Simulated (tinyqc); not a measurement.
Pariser-Parr-Pople SCF with singles CI, for the molecule c1ccc2[nH]ccc2c1 (SMILES; centres numbered as the heavy atoms are written), step by step. One step of it, computed by the program tinyqc.

Question. Iteration 2: orbitals and new P. Diagonalise F (the basis is taken as orthonormal) and form P = 2 sum c c over the lowest orbitals.

F (eV):
```
           1C         2C         3C         4C         5N         6C         7C         8C
1C  -5.269129  -4.632957   0.077032   0.583237  -0.206199  -0.071017   0.284232   0.027034
2C  -4.632957  -5.194181  -5.161609   0.177619   0.242198  -0.225381  -0.079258   0.579312
3C   0.077032  -5.161609  -5.589183  -4.453062   0.351798   0.128534  -0.164742  -0.025179
4C   0.583237   0.177619  -4.453062  -6.836847  -4.283237   0.703490   0.327278  -4.411177
5N  -0.206199   0.242198   0.351798  -4.283237  -9.430783  -4.564702   0.928689   0.632697
6C  -0.071017  -0.225381   0.128534   0.703490  -4.564702  -6.916031  -5.147981   0.226404
7C   0.284232  -0.079258  -0.164742   0.327278   0.928689  -5.147981  -5.478405  -4.462488
8C   0.027034   0.579312  -0.025179  -4.411177   0.632697   0.226404  -4.462488  -5.266027
9C  -5.167991  -0.012506   0.835615  -0.132681  -0.146947   0.299387   0.082972  -4.440973

           9C
1C  -5.167991
2C  -0.012506
3C   0.835615
4C  -0.132681
5N  -0.146947
6C   0.299387
7C   0.082972
8C  -4.440973
9C  -5.055893
```

pi electrons, sum of z_r less the charge = 10

Give: orbital energies; P after iteration 2.

Answer.

orbital energies (eV): -15.8408  -13.3989  -12.0471  -10.6662  -9.4726  -0.2532  0.6805  1.9779  3.9839

P after iteration 2:
```
         1C       2C       3C       4C       5N       6C       7C       8C
1C   1.0238   0.5877  -0.0251  -0.2516   0.1209   0.0440  -0.1511  -0.0155
2C   0.5877   1.0031   0.7406  -0.0560  -0.1263   0.1454   0.0419  -0.2533
3C  -0.0251   0.7406   1.0462   0.5390  -0.1370  -0.0625   0.0891   0.0142
4C  -0.2516  -0.0560   0.5390   1.1472   0.4897  -0.2584  -0.1145   0.5474
5N   0.1209  -0.1263  -0.1370   0.4897   1.5049   0.5464  -0.3213  -0.2211
6C   0.0440   0.1454  -0.0625  -0.2584   0.5464   1.1604   0.7428  -0.0791
7C  -0.1511   0.0419   0.0891  -0.1145  -0.3213   0.7428   1.0965   0.5381
8C  -0.0155  -0.2533   0.0142   0.5474  -0.2211  -0.0791   0.5381   1.0351
9C   0.7420  -0.0001  -0.3570   0.0442   0.0729  -0.1552  -0.0249   0.5383

         9C
1C   0.7420
2C  -0.0001
3C  -0.3570
4C   0.0442
5N   0.0729
6C  -0.1552
7C  -0.0249
8C   0.5383
9C   0.9827
```
